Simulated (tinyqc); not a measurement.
Scaling the whole coupling: critical temperature from a phonon spectrum: McMillan, Allen-Dynes and the linearised Eliashberg equation. Computed by tinyqc, a small Python program. Command: `OMP_NUM_THREADS=1 python tinyqc.py 3027740 3027741 out.jsonl eliashberg walk`. One thread of a shared host (Intel(R) Xeon(R) Processor @ 2.30GHz), about 0.01 s of CPU time with the checks.

alpha^2 F(omega) = sum_i (lambda_i omega_i/2) delta(omega - omega_i), so that lambda = 2 int alpha^2 F/omega d omega = sum_i lambda_i.

Inputs (values chosen for the exercise, for a model metal): peak energy omega_1 = 44.9 meV; coupling lambda_1 = 2.17; Coulomb pseudopotential mu* = 0.08.

Peaks in alpha^2 F: one.

Constants: k_B = 8.617333262e-05 eV/K.

Method:
- omega_log = exp(sum lambda_i ln omega_i / lambda); omega_rms = sqrt(sum lambda_i omega_i^2 / lambda).
- McMillan form: k_B T_c = (omega_log/1.2) exp[-1.04 (1 + lambda)/(lambda - mu* (1 + 0.62 lambda))]. Allen-Dynes multiplies it by f1 f2: f1 = [1 + (lambda/L1)^(3/2)]^(1/3), L1 = 2.46 (1 + 3.8 mu*); f2 = 1 + (omega_rms/omega_log - 1) lambda^2/(lambda^2 + L2^2), L2 = 1.82 (1 + 6.3 mu*) omega_rms/omega_log.
- Linearised Eliashberg equation at omega_n = (2n + 1) pi k_B T, n = 0..N-1: lambda(j) = sum_i lambda_i omega_i^2/(omega_i^2 + (2 pi j k_B T)^2); K_mn = lambda(m - n) + lambda(m + n + 1) - 2 mu*(N) - delta_mn [2m + 1 + lambda(0) + 2 sum_(j=1..m) lambda(j)], with 1/mu*(N) = 1/mu* + ln(omega_rms/omega_N), omega_N = (2N + 1) pi k_B T. T_c is where the largest eigenvalue rho of K is zero.
- N is the smallest integer at or above 8 omega_max/(2 pi k_B T_AD), omega_max the highest peak and T_AD the Allen-Dynes value.
- All lambda_i are multiplied by s. The last column is the large-lambda limit for mu* = 0, k_B T_c = 0.1827 omega_rms sqrt(lambda).

lambda = 2.17

omega_rms = 44.9 meV

omega_log = 44.9 meV

T_c (K):
```
s    lambda  McMillan  Allen-Dynes  Eliashberg  large-lambda limit
0.6   1.302     54.87        59.25       59.31              108.62
0.8   1.736     70.88        79.26       79.63              125.43
1.0   2.170     82.31        95.38       96.42              140.23
1.3   2.821     94.23       115.15      117.43              159.89
1.7   3.689    104.60       136.72      140.89              182.84
2.3   4.991    114.14       163.53      169.92              212.67
3.2   6.944    122.28       197.05      206.36              250.85
```

McMillan/Eliashberg runs from 0.93 at lambda = 1.30 to 0.59 at 6.94: the exponential form levels off at large lambda, while the true T_c keeps rising (exponent 0.59 between the last rows, tending to 1/2). Allen-Dynes stays within about 5 % over the table. The last row reaches 82 % of the mu* = 0 limit; with mu* above zero T_c stays below that line at any lambda.

Extremes, crossings and ranges named in words are read from the listed rows.
